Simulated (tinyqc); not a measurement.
MOS capacitor with interface traps: C-V stretch-out, conductance peak and subthreshold swing: one step, computed by the program tinyqc. Command: `OMP_NUM_THREADS=1 python tinyqc.py 3025974 3025975 out.jsonl mostraps walk`. One thread of a shared host (Intel(R) Xeon(R) Processor @ 2.30GHz), about 0.01 s of CPU time with the checks.

Energies at the interface are counted from the valence band. psi > 0 means bending towards depletion, so the surface potential is +psi. Boltzmann statistics, full ionisation, no quantum confinement. Traps are neutral when filled up to E_n, with a sharp (zero-temperature) occupation.

Task: Substrate and insulator. N_c = 2 M_c (2 pi m_e k_B T/h^2)^(3/2) and N_v = 2 (2 pi m_h k_B T/h^2)^(3/2), masses in units of m_0. n_i = sqrt(N_c N_v) exp(-E_g/2 k_B T); E_F = k_B T ln(N_v/N); phi_B = (k_B T/e) ln(N/n_i); L_D = sqrt(eps_s eps_0 k_B T/(e^2 N)); C_ox = eps_ox eps_0/t_ox.

Inputs (values chosen for the exercise, modelled on germanium, with an insulator like SiO2):
```
quantity                     value   unit
gap E_g                      0.657     eV
electron mass m_e            0.222    m_0
valleys M_c                      4      -
hole mass m_h                0.348    m_0
dielectric constant eps_s     16.6      -
doping N                   1.9e+17  cm^-3
insulator constant eps_ox     3.75      -
insulator thickness t_ox       8.4     nm
temperature T                  350      K
```

Substrate: p-type. Trap spectrum: flat plus a Gaussian peak.

Constants: m_0 = 9.1093837015e-31 kg; k_B = 1.380649e-23 J/K; h = 6.62607015e-34 J s; k_B = 8.617333262e-05 eV/K; eps_0 = 8.8541878128e-12 F/m; e = 1.602176634e-19 C.

Give: k_B T; n_i; bulk E_F; phi_B; Debye length L_D; C_ox; effective density of states of the majority band.

Result:

k_B T = 0.03016 eV

n_i = 1.725e+14 cm^-3

bulk E_F = 0.1065 eV

phi_B = 0.2113 V

Debye length L_D = 12.07 nm

C_ox = 0.3953 microF/cm^2

effective density of states of the majority band = 6.492e+18 cm^-3
